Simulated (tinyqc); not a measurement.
Admittance spectroscopy of a deep trap: one step of the calculation.

Schottky contact on an n-type layer with shallow donors Nd (all ionised) and a donor-like deep trap, neutral when filled and positive when empty; depletion approximation. Traps within lam of the depletion edge stay filled. The traps at xt = W - lam, where the level crosses the Fermi level, follow a slow signal and not a fast one. w = 2 pi f.

Task. Widths and limiting capacitances. lam = sqrt(2 eps0 eps_r (EF - ET)/(q Nd)), EF - ET = Et - (kB T/q) ln(Nc(T)/Nd), Nc(T) = Nc (T/300 K)^1.5. In the steady state at the band bending V, 2 eps0 eps_r V/q = Nd W^2 + Nt (W - lam)^2 (the second term only if W > lam). V = Vbi + Vr. C_HF = eps0 eps_r/W, C_LF = eps0 eps_r (Nd + Nt)/(Nd W + Nt xt).

Inputs (values chosen for the exercise); material values close to those of silicon: relative permittivity eps_r = 11.5; conduction-band density of states at 300 K Nc = 2.8e19 cm^-3; shallow donor density Nd = 2.1e15 cm^-3; built-in voltage Vbi = 0.66 V; depth of the trap below the conduction edge Et = 0.42 eV; trap density Nt = 5.7e14 cm^-3; reverse bias Vr = 1.2 V; temperature T = 370 K.

Constants: q = 1.602176634e-19 C, kB = 1.380649e-23 J/K, eps0 = 8.8541878128e-14 F/cm where lengths are in cm. Results are converted to the units shown.

Give: lam; W; xt; C_HF; C_LF.

Result.

lam = 254.65 nm
W = 989.55 nm
xt = 734.90 nm
C_HF = 10.290 nF/cm^2
C_LF = 10.888 nF/cm^2

The step is 5.81 % of C_HF.

tinyqc, about 0.01 s, one thread, Intel Xeon 2.30GHz (shared host): `OMP_NUM_THREADS=1 python tinyqc.py 2050010 2050011 out.jsonl`
